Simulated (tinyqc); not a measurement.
Undoped symmetric double-gate MOSFET, analytic potential model: effect of the body thickness.

An undoped body of thickness ts between two equal insulators and tied gates; long channel, electrons only, n = ni exp((psi - V)/Vt) with V the quasi-Fermi potential (0 at the source, Vd at the drain), constant mobility, no quantisation. Across the body psi(x) = V - 2 Vt ln[(ts/(2 beta)) sqrt(q ni/(2 eps0 eps_r Vt)) cos(2 beta x/ts)], x from the centre. Q is the electron charge per area of the whole body.

ni = sqrt(Nc Nv) exp(-Eg/(2 Vt)), Eg in volts; r = eps_r tox/(eox ts); V0 = dphi + 2 Vt ln[(2/ts) sqrt(2 eps0 eps_r Vt/(q ni))]. beta (between 0 and pi/2) solves (Vg - V0 - V)/(2 Vt) = ln(beta) - ln(cos beta) + 2 r beta tan(beta). Q = 8 eps0 eps_r Vt beta tan(beta)/ts; I = mu (1/L)(4 eps0 eps_r/ts)(2 Vt)^2 [g(beta_s) - g(beta_d)] per width, g = beta tan(beta) - beta^2/2 + r beta^2 tan^2(beta), with beta_s at V = 0 and beta_d at V = Vd.  I(low) is taken at Vg = 0.2 V, Qs and I(high) at Vg = 0.95 V.

Inputs (values chosen for the exercise); material values close to those of silicon:
```
symbol    value        unit                                             meaning
T           250           K                                         temperature
Eg         1.13          eV                                            band gap
eps_r      11.5                      relative permittivity of the semiconductor
Nc      2.11e19       cm^-3              conduction-band density of states at T
Nv      2.04e19       cm^-3                 valence-band density of states at T
eox        7.35                     relative permittivity of the gate insulator
tox         2.6          nm                                 insulator thickness
dphi      -0.02           V  gate work function less that of the intrinsic body
mu          230  cm^2/(V s)                                    channel mobility
L           0.1          um                                         gate length
Vd         0.05           V                                       drain voltage
```

Constants: q = 1.602176634e-19 C, kB = 1.380649e-23 J/K, Vt = kB T/q, eps0 = 8.8541878128e-14 F/cm where lengths are in cm. Results are converted to the units shown.

Result of one run:
```
ts (nm),V0 (V),I(low) (nA/um),Qs(high) (nC/cm^2),I(high) (uA/um)
36,0.4264,0.05932,1838,198.5
```

What becomes of these results when the body thickness ts is changed from 36 to 13 nm, all else the same?

Result of the changed run:
```
ts (nm),V0 (V),I(low) (nA/um),Qs(high) (nC/cm^2),I(high) (uA/um)
13,0.4703,0.02142,1837,198.4
```

The whole series:
```
ts (nm),V0 (V),I(low) (nA/um),Qs(high) (nC/cm^2),I(high) (uA/um)
6.7,0.4989,0.01104,1834,198.1
9.3,0.4848,0.01533,1836,198.3
13,0.4703,0.02142,1837,198.4
18,0.4563,0.02966,1837,198.5
26,0.4405,0.04284,1838,198.5
36,0.4264,0.05932,1838,198.5
50,0.4123,0.08239,1838,198.5
```

As ts goes from 6.7 to 50 nm, I(low) rises from 0.0110 to 0.0824 nA/um and I(high) stays near 198 uA/um. On average I(low) goes as ts^(1.00) and I(high) goes as ts^(0.00). Below threshold the charge is proportional to the cross-section of the body; above it the insulator sets the charge. In every row the surface density at the source at the higher gate voltage passes 0.3 Nc, where Boltzmann statistics fail. For ts = 26 to 50 nm L is under three scale lengths of this cross-section, so short-channel effects, left out here, would raise the subthreshold current. At ts = 6.7 nm the body is thin enough for quantum confinement, left out here, to raise the threshold.

tinyqc, about 0.02 s, one thread, Intel Xeon 2.30GHz (shared host): `OMP_NUM_THREADS=1 python tinyqc.py 2440132 2440133 out.jsonl`
